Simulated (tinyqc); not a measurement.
Grain-boundary trapping model (Seto) of a polycrystalline semiconductor film: one step, computed by the program tinyqc. Command: `OMP_NUM_THREADS=1 python tinyqc.py 3021804 3021805 out.jsonl poly walk`. One thread of a shared host (Intel(R) Xeon(R) Processor @ 2.30GHz), about 0.01 s of CPU time with the checks.

Grains of equal size L are joined by thin boundaries with one trap level. Trapped carriers deplete a width W on each side and raise a barrier, crossed by thermionic emission. Dopants are fully ionised, statistics are non-degenerate and mu_g does not depend on T.

Task: Critical doping. If all traps fill, the grain is just depleted at N* = Q_t/L, with the barrier e Q_t L/(8 eps eps_0).

Inputs (values chosen for the exercise, modelled on polycrystalline silicon): permittivity eps = 11.7; grain size L = 25 nm; trap density Q_t = 4.3e+12 1/cm^2.

Grain interior: neglected.

Constants: e = 1.602176634e-19 C; eps_0 = 8.8541878128e-12 F/m; k_B = 8.617333262e-05 eV/K.

Give: N*; barrier at N* with all traps filled.

Result:

N* = 1.72e+18 1/cm^3

barrier at N* with all traps filled = 0.20782 V
